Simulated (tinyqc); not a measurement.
From Peierls stress sigma_P back to unstable fault energy gamma_us: straight dislocations in isotropic elasticity: fields, energies, partials, Peierls stress and walls. Computed by tinyqc, a small Python program. Command: `OMP_NUM_THREADS=1 python tinyqc.py 3016765 3016766 out.jsonl disloc inv`. One thread of a shared host (Intel(R) Xeon(R) Processor @ 2.30GHz), about 0.02 s of CPU time with the checks.

The line runs along z, the glide plane is y = 0, and beta is the angle between b and the line (0 screw, 90 degrees edge): b_e = b sin(beta) along +x with the extra half plane at y > 0, b_s = b cos(beta). Stress is positive in tension.

Inputs (values chosen for the exercise, modelled on silicon): shear modulus G = 67.6 GPa; Poisson ratio nu = 0.224; Burgers vector b = 3.84 angstrom; dislocation density rho = 1.7e+10 1/m^2; core radius r0/b = 2.

Character: edge.

Constants: 1 eV/angstrom^3 = 160.2176634 GPa.

Method:
- Energy factor K = G [cos^2(beta) + sin^2(beta)/(1 - nu)].
- E = K b^2/(4 pi) ln(R/r0) with R = 1/(2 sqrt(rho)); tension T = E + d^2E/d(beta)^2 = G b^2 [1 + nu - 3 nu sin^2(beta)]/(4 pi (1 - nu)) ln(R/r0). The core energy is taken into r0.
- Misfit energy gamma(u) = (gamma_us/2)(1 - cos(2 pi u/b)), so the largest restoring stress is tau_max = pi gamma_us/b; u(x) = b/2 + (b/pi) arctan(x/zeta), zeta = K b/(4 pi tau_max). Summing the misfit energy over atomic rows a' apart gives, for a wide core, W_P = (K b^2/pi) exp(-2 pi zeta/a') and sigma_P = (K b/a') exp(-2 pi zeta/a'); a' = b/2 for edge and 30-degree lines, b sqrt(3)/2 for screw and 60-degree lines.

Task: A run gave the result below. Find the unstable fault energy gamma_us, known to lie between 1700 and 2400 mJ/m^2.

Peierls stress sigma_P = 957.028 MPa

Result:

Each step takes the trial c = (a f_b - b f_a)/(f_b - f_a), f being the result less the target and a, b, c the logarithms of the listed values; c replaces end b, the old b replaces a if the sign of f changed, and otherwise f_a is halved.

Scan of the range:
```
unstable fault energy gamma_us (mJ/m^2)  Peierls stress sigma_P (MPa)
1700                                                           331.83
1800                                                           469.93
1910                                                           660.68
2020                                                           895.02
2140                                                          1202.83
2270                                                          1599.40
2400                                                          2062.07
```

False position (Illinois rule, in the logarithm of the input) inside the bracket:
```
step    end a    end b    trial  Peierls stress sigma_P (MPa)
1     2020.00  2140.00  2043.62                       951.245
2     2140.00  2043.62  2045.79                       956.507
3     2140.00  2045.79  2046.17                       957.454
4     2045.79  2046.17  2046.00                       957.028
5     2046.17  2046.00  2046.00                       957.028
```

Peierls stress sigma_P rises at every point of a 13-point scan of the range (every second point is shown), so one value fits; it is bracketed by 2020 and 2140. Answer: unstable fault energy gamma_us = 2046 mJ/m^2.

Caution: in covalent crystals lines are dissociated and reconstructed and move by kinks, so this sinusoidal model gives only the trend.
